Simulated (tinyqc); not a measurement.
Levels of description: finite square well with mass mismatch (envelope functions).

A square well of width L and depth V0, mass mw inside and mb outside, energies from the bottom of the well, c = hbar^2/2m0. k = sqrt(mw E/c), kappa = sqrt(mb (V0 - E)/c). psi and psi'/m are continuous at the walls (BenDaniel-Duke), so level n solves k L + 2 atan[(k/mw)/(kappa/mb)] = n pi.

Non-parabolic bands: mw is replaced by mw (1 + alpha_w E) and mb by mb (1 - alpha_b (V0 - E)), in k, kappa and the matching condition alike.

Constants: hbar^2/2m0 = 3.80998211 eV angstrom^2.

Inputs chosen for the exercise (near those of the light valleys of a Si film in SiO2; not measured data):
- L = 65 angstrom (well width)
- V0 = 3.084 eV (barrier height)
- mw = 0.192 m0 (mass in the well)
- mb = 0.523 m0 (mass in the barrier)
- alpha_w = 0.51 1/eV (non-parabolicity in the well)
- alpha_b = 0.16 1/eV (non-parabolicity in the barrier)

The same well five ways. mb = mw: the barrier takes the mass of the well. psi' continuous: kappa holds mb but the condition drops the masses, k L + 2 atan(k/kappa) = n pi. The last column is measured against BenDaniel-Duke.

Cases:
```
model
infinite walls
mb = mw
BenDaniel-Duke
psi' continuous
non-parabolic
```

Rank the cases by E1, lowest first.

Answer: BenDaniel-Duke, non-parabolic, mb = mw, psi' continuous, infinite walls.

Levels (eV):
```
model                E1      E2      E3  E1 - E1(BDD) (meV)
infinite walls   0.0464  0.1854  0.4172                 9.9
mb = mw          0.0399  0.1593  0.3579                 3.5
BenDaniel-Duke   0.0364  0.1461  0.3303                 0.0
psi' continuous  0.0422  0.1687  0.3787                 5.8
non-parabolic    0.0382  0.1459  0.3072                 1.8
```

Hard walls put E1 9.9 meV too high. Ignoring the mass step moves it by +3.5 meV and the wrong matching by +5.8 meV: with mb/mw = 2.72, continuity of psi'/m lets the slope outside be 2.72 times the slope inside, which acts like a softer wall. Non-parabolicity shifts E1 by +1.8 meV, the balance of a heavier mass in the well, which lowers it, and a lighter mass deep in the barrier, which hardens the wall. Among the finite wells the largest departure in E1 is that of the model 'psi' continuous'.

(tinyqc, `OMP_NUM_THREADS=1 python tinyqc.py 1280347 1280348 out.jsonl`, Intel(R) Xeon(R) Processor @ 2.30GHz, 1 thread, shared host, about 0.01 s.)
